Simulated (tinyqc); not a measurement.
MOS inversion layer, Poisson-Schroedinger loop: one step of the calculation.

Electrons confined at an insulator interface at z = 0, treated as a hard wall; parabolic valleys, Hartree approximation, no image or exchange terms. The depletion charge lies far deeper than the electrons and gives a uniform field q Nd/(eps0 eps_r); the gate balances all charge. Energies are counted from the band edge at the interface.

Problem. Levels and probability densities. Tridiagonal Hamiltonian with psi = 0 one step beyond both ends: H_ii = C (1/m_(i-1/2) + 1/m_(i+1/2))/hz^2 + V0_i + U_i (+ dE for the set B), H_(i,i+1) = -C/(m_(i+1/2) hz^2), C = hbar^2/(2 m0). The lowest 2 level(s) of each valley set are kept, normalised to hz sum |psi|^2 = 1. The mass is the same on all intervals.

Values chosen for this exercise; masses and permittivity close to those of germanium (111): mass along z of valley set A (1 valley(s)) mz1 = 1.56 m0; mass along z of valley set B (3 valley(s)) mz2 = 0.0904 m0; extra shift of set B (strain) dE = 0 eV; mesh step hz = 0.94 nm.

Constants: q = 1.602176634e-19 C, hbar = 1.054571817e-34 J s, m0 = 9.1093837015e-31 kg, hbar^2/(2 m0) = 0.0380998212 eV nm^2. Results are converted to the units shown.

| node | fixed potential V0 (eV) | self-consistent potential U at the start (eV) |
|---|---|---|
| 1 | 0.002368400 | 0 |
| 2 | 0.004736801 | 0 |
| 3 | 0.007105201 | 0 |
| 4 | 0.009473601 | 0 |
| 5 | 0.011842002 | 0 |
| 6 | 0.014210402 | 0 |
| 7 | 0.016578802 | 0 |
| 8 | 0.018947203 | 0 |
| 9 | 0.021315603 | 0 |
| 10 | 0.023684003 | 0 |
| 11 | 0.026052404 | 0 |
| 12 | 0.028420804 | 0 |
| 13 | 0.030789204 | 0 |
| 14 | 0.033157604 | 0 |
| 15 | 0.035526005 | 0 |
| 16 | 0.037894405 | 0 |
| 17 | 0.040262805 | 0 |
| 18 | 0.042631206 | 0 |
| 19 | 0.044999606 | 0 |

Find: levels; |psi|^2 of A1; |psi|^2 of A2; |psi|^2 of B1; |psi|^2 of B2.

Solution.

levels (eV): A1 0.012465, A2 0.021662, B1 0.033405, B2 0.070911

| node | \|psi\|^2 of A1 (1/nm) | \|psi\|^2 of A2 (1/nm) | \|psi\|^2 of B1 (1/nm) | \|psi\|^2 of B2 (1/nm) |
|---|---|---|---|---|
| 1 | 0.08420 | 0.07891 | 0.00604 | 0.01244 |
| 2 | 0.22500 | 0.13377 | 0.02262 | 0.04288 |
| 3 | 0.27655 | 0.05136 | 0.04582 | 0.07501 |
| 4 | 0.22604 | 0.00101 | 0.07070 | 0.09243 |
| 5 | 0.13953 | 0.07633 | 0.09265 | 0.08704 |
| 6 | 0.06928 | 0.17855 | 0.10832 | 0.06224 |
| 7 | 0.02873 | 0.20694 | 0.11601 | 0.03038 |
| 8 | 0.01020 | 0.16291 | 0.11565 | 0.00628 |
| 9 | 0.00316 | 0.09777 | 0.10840 | 0.00060 |
| 10 | 0.00086 | 0.04746 | 0.09614 | 0.01577 |
| 11 | 0.00021 | 0.01930 | 0.08098 | 0.04592 |
| 12 | 0.00005 | 0.00674 | 0.06486 | 0.08000 |
| 13 | 0.00001 | 0.00206 | 0.04934 | 0.10641 |
| 14 | 0.00000 | 0.00056 | 0.03548 | 0.11705 |
| 15 | 0.00000 | 0.00013 | 0.02387 | 0.10953 |
| 16 | 0.00000 | 0.00003 | 0.01472 | 0.08717 |
| 17 | 0.00000 | 0.00001 | 0.00797 | 0.05717 |
| 18 | 0.00000 | 0.00000 | 0.00343 | 0.02808 |
| 19 | 0.00000 | 0.00000 | 0.00084 | 0.00742 |

Program tinyqc, `OMP_NUM_THREADS=1 python tinyqc.py 2160014 2160015 out.jsonl`; Intel Xeon 2.30GHz, shared host, one thread, about 1 s.
